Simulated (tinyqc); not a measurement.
Van der Pauw, Hall and four-point-probe measurements on a doped layer: one step of the calculation.

A uniform n-type layer with sheet resistance Rs = 1/(q ns mu), point contacts, low field (mu B small).

Problem. New z. The van der Pauw equation exp(-pi RA z) + exp(-pi RB z) = 1 is solved for z = 1/Rs: e1 = exp(-pi RA z), e2 = exp(-pi RB z), f = e1 + e2 - 1, f' = -pi (RA e1 + RB e2), z(new) = z - f/f'.

z after iteration 2 = 12.873065 mS
RA = 3.1097471 ohm
RB = 52.203486 ohm

Wanted: e1; e2; f; f'; z after iteration 3.

Solution.

e1 = 0.88182
e2 = 0.12109
f = 0.0029142
f' = -0.028474 kohm
z after iteration 3 = 12.975 mS

tinyqc, about 0.01 s, one thread, Intel Xeon 2.30GHz (shared host): `OMP_NUM_THREADS=1 python tinyqc.py 2850203 2850204 out.jsonl`
